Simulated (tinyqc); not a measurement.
Worked calculation: electron mobility of a polar semiconductor by Rode's iterative solution of the Boltzmann equation. Computed by tinyqc, a small Python program that keeps every step. Command: `OMP_NUM_THREADS=1 python tinyqc.py 3017045 3017046 out.jsonl rode walk`. One thread of a shared host (Intel(R) Xeon(R) Processor @ 2.30GHz), about 0.01 s of CPU time with the checks. Intermediate numbers are printed to about 6 digits and carried at full precision; extremes and crossings named in words are read from the listed rows.

The distribution is f(E) + e F l(E) (-df/dE) cos(theta) for a weak field F, theta counted from the force; l(E) is a mean free path. Elastic processes enter by their momentum rate, polar optical phonons by out- and in-scattering terms. One valley only: where upper valleys lie close, measured mobilities are lower. The density n is prescribed, even where a narrow-gap material would have more intrinsic carriers.

Inputs (values chosen for the exercise, modelled on GaSb):
```
quantity,value,unit
effective mass m,0.0418,m_0
static permittivity eps_s,15.7,-
high-frequency permittivity eps_inf,14.4,-
density rho,5610,kg/m^3
sound velocity v_l,4190,m/s
acoustic deformation potential D_A,7.1,eV
optical phonon energy hbar w,30.3,meV
electron density n,7.6e+15,1/cm^3
compensation ratio C,0,-
temperature T,250,K
grid points per phonon energy s,10,-
iteration cap,200,-
```

Band: parabolic. Elastic processes: acoustic, impurity.

Constants: k_B = 8.617333262e-05 eV/K; m_0 = 9.1093837015e-31 kg; e = 1.602176634e-19 C; hbar = 1.054571817e-34 J s; eps_0 = 8.8541878128e-12 F/m; k_B = 1.380649e-23 J/K; hbar = 6.582119569e-16 eV s.

## Fermi level and screening

Parabolic band: E = hbar^2 k^2/(2 m), speed v = hbar k/m, states per spin, volume and energy g(E) = m k/(2 pi^2 hbar^2). Masses are multiplied by m_0 and all formulas are in SI units. The reduced Fermi level eta = E_F/(k_B T) solves n = 2 Z int g f dE with f = 1/(1 + exp(x - eta)) (Z = 1 unless valleys are given); screening length L_s = sqrt(eps_s eps_0 k_B T/(e^2 dn/deta)), dn/deta = 2 Z int g f (1 - f) dE. Integrals over x = E/(k_B T) use 160 Gauss-Legendre points in u = sqrt(x) from 0 to sqrt(max(eta, 0) + 32). N_I = n (1 + C)/(1 - C).

reduced Fermi level eta = -3.05001

screening length L_s = 49.9990 nm

ionised impurity density N_I = 7.60e+15 1/cm^3

## Rates on one ladder of the grid

Phonon occupation N_q = 1/(exp(hbar w/(k_B T)) - 1). Acoustic deformation potential (elastic, equipartition, absorption and emission together): 1/tau = 2 pi k_B T D_A^2 g(E)/(hbar rho v_l^2). Singly charged impurities, momentum relaxation: 1/tau = N_I e^4 m (1 + 2 alpha E) Phi/(8 pi (eps_s eps_0)^2 hbar^3 k^3), with alpha = 0 for a parabolic band. Brooks-Herring: Phi = ln(1 + b) - b/(1 + b), b = 4 k^2 L_s^2. Polar optical, unscreened: W = e^2 w (1/eps_inf - 1/eps_s) m (1 + 2 alpha E') ln|(k + k')/(k - k')| / (4 pi eps_0 hbar^2 k), times N_q for absorption (E' = E + hbar w) and N_q + 1 for emission (E' = E - hbar w > 0), with alpha = 0 for a parabolic band; mean cosine of the angle <cos> = (k^2 + k'^2)/(2 k k') - 1/ln|(k + k')/(k - k')|. Energy grid E_j = (j + 1/2) hbar w/s, j = 0, 1, ..., up to (max(eta, 0) + 18) k_B T, so that E_j +/- hbar w are grid points; l = 0 beyond the grid; integrals are sums times the spacing. With f' = f(E'): out-scattering S_o = sum over absorption and emission of W (1 - f')/(1 - f); nu = sum of elastic rates; the in-scattering weights are c+ = W_abs <cos> (1 - f')/(1 - f) for E' = E + hbar w and c- likewise for emission.

Points j = s/2, s/2 + s, ... (the first seven rungs, or as many as the grid holds), rates in 1e12/s:
```
E (meV),v (m/s),nu,S_o,c+,c-
16.665,3.74490e+05,0.634746,0.70022,0.286255,0.00000
46.965,6.28673e+05,0.256610,2.27485,0.346337,0.67368
77.265,8.06360e+05,0.214376,2.56095,0.356655,1.09324
107.565,9.51422e+05,0.211164,2.55860,0.356136,1.23131
137.865,1.07712e+06,0.218252,2.50397,0.352106,1.28332
168.165,1.18961e+06,0.228852,2.43932,0.346840,1.30108
198.465,1.29235e+06,0.240721,2.37546,0.341209,1.30306
```

Points one phonon energy apart are coupled only to each other, so the grid falls into s independent ladders.

## The first two iterations on one ladder of the grid

Iteration: l_new(E) = [v(E) + c+ l(E + hbar w) + c- l(E - hbar w)]/(nu + S_o), from l = 0.

l after iteration 1 (nm): [280.524, 248.344, 290.546, 343.503, 395.677, 445.853, 493.983]

l after iteration 2 (all rungs but the last shown) (nm): [333.776, 362.748, 432.516, 523.543, 615.281, 703.010]

In-scattering lengthens l on the lowest rung by 19.0 % and on the second by 46.1 % in this step.

## The whole iteration

mu = e sum g v l f (1 - f) / (3 k_B T sum g f) over the grid; stop when mu changes by less than 1e-8 of itself.

Course of the iteration:
```
iteration,mu (cm^2/(V s)),relative change
1,21042.0,1.00000e+00
2,28134.8,2.52103e-01
3,31201.4,9.82843e-02
4,32413.9,3.74062e-02
5,32959.8,1.65606e-02
6,33187.2,6.85218e-03
7,33291.9,3.14475e-03
...,...,...
18,33375.1,6.16290e-07
19,33375.1,2.99964e-07
20,33375.1,1.39388e-07
21,33375.1,6.81619e-08
22,33375.1,3.18943e-08
23,33375.1,1.56600e-08
24,33375.1,7.37223e-09
```

mobility mu = 33375.1 cm^2/(V s)

iterations = 24

Converged in 24 iterations; mu rises at every step, from 21040 to 33380, since each step returns more of the forward-scattered current.

## Approximations against the iterative solution

Self-energy RTA: l = v/(nu + S_o), the first iteration. Momentum RTA: l = v/(nu + S_o - c+ v(E + hbar w)/v - c- v(E - hbar w)/v), listed only where the denominator is positive on the whole grid. The polar-only value solves the same system with nu = 0; the elastic value takes l = v/nu.

Mobilities:
```
method,mu (cm^2/(V s)),deviation (%)
iterative solution,33375,0.000
self-energy RTA,21042,-36.953
momentum RTA,35067,5.070
"polar phonons alone, exact",53169,59.308
elastic processes alone,148251,344.198
Matthiessen's rule on the last two,39134,17.255
```

self-energy RTA mobility = 21042.0 cm^2/(V s)

polar-phonon mobility = 53169.2 cm^2/(V s)

elastic mobility = 148251 cm^2/(V s)

error of the self-energy RTA = -36.9531 %

The self-energy RTA is 37.0 % low: it counts every polar event as a full loss of current, though forward events keep part of it. Here hbar w/k_B T = 1.41. Matthiessen's rule is 17.3 % high. The momentum RTA deviates by +5.1 %.

Checks made by the program: iterated mobility against a direct solution of the banded linear system (relative difference 7e-09).
